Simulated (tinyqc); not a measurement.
Width of the well: strained quantum well: band edges, subbands and transparency.

Growth on (001), barriers unstrained: tr(e) = e (2 - nu2), Z = b e (1 + nu2); Ec = Ev + Eg + ac tr(e), E_HH = Ev + av tr(e) + Z, E_LH = Ev + av tr(e) - Z (coupling to the split-off band left out).

Masses along z: me, 1/(g1 - 2 g2) for HH, 1/(g1 + 2 g2) for LH, likewise in the barrier; in the plane me, 1/(g1 + g2) for HH and 1/(g1 - g2) for LH (no mixing, which understates the hole masses away from k = 0). Level n solves k L + 2 atan[(k/m)/(kappa/mb)] = n pi, k = sqrt(m E/c), kappa = sqrt(mb (V - E)/c), c = hbar^2/2m0.

Transparency (Bernard-Duraffourg): Fc - Fv equals the lowest transition energy with n = p, n = sum m/(2 pi c) kB T ln(1 + exp((Fc - E)/kB T)) and p likewise over the listed subbands; c = hbar^2/2m0, 1/angstrom^2 = 1e16/cm^2.

Constants: hbar^2/2m0 = 3.80998211 eV angstrom^2; kB = 8.617333262e-05 eV/K; hc = 1239.841984 eV nm.

Parameters, chosen for this exercise (near those of an InGaAs/InP well; shifted at random, so the results belong to these values and not to a real crystal):
```
symbol  value                      unit      meaning
e       -0.0085                              strain in the plane
nu2     1.019                                2 C12/C11
Eg      0.593                      eV        unstrained gap of the well
Ev      -0.576                     eV        its valence edge
ac      -5.79                      eV
av      1.05                       eV        Ev moves by av tr(e)
b       -1.87                      eV        shear potential
Egb     1.348                      eV        gap of the barrier
Evb     -0.94                      eV        its valence edge
me      0.0379                     m0        electron mass
g1      15.57                                gamma1
g2      6.31                                 gamma2
meb     0.08                       m0
g1b     5.08
g2b     1.6
T       300                        K         temperature
Ls      (30, 40, 55, 70, 90, 120)  angstrom  widths
```

All levels anew.

Results:
```
L (angstrom)  wavelength (nm)  top hole  hh1 - lh1 (meV)  n_tr (1e12/cm^2)  share in top  n_tr/L (1e18/cm^3)
30                       1468       hh1              148             0.313          0.99                1.04
40                       1575       hh1              136             0.316          0.97                0.79
55                       1685       hh1              121             0.328          0.90                0.60
70                       1759       hh1              110             0.347          0.80                0.50
120                      1881       hh1               89             0.420          0.54                0.35
```

Give the missing row, L (angstrom) = 90.

Computed row:
```
L (angstrom)  wavelength (nm)  top hole  hh1 - lh1 (meV)  n_tr (1e12/cm^2)  share in top  n_tr/L (1e18/cm^3)
90                       1823       hh1              100             0.375          0.68                0.42
```

The wavelength tunes by 413 nm. The sheet density at transparency changes from 0.31 to 0.42, the top hole subband holding 0.99 and 0.54 of the holes at the ends, while the volume density falls by a factor 3.0. Critical thickness and carrier escape are left out.

tinyqc: `OMP_NUM_THREADS=1 python tinyqc.py 1281998 1281999 out.jsonl`; about 0.01 s, one thread, shared Intel(R) Xeon(R) Processor @ 2.30GHz.
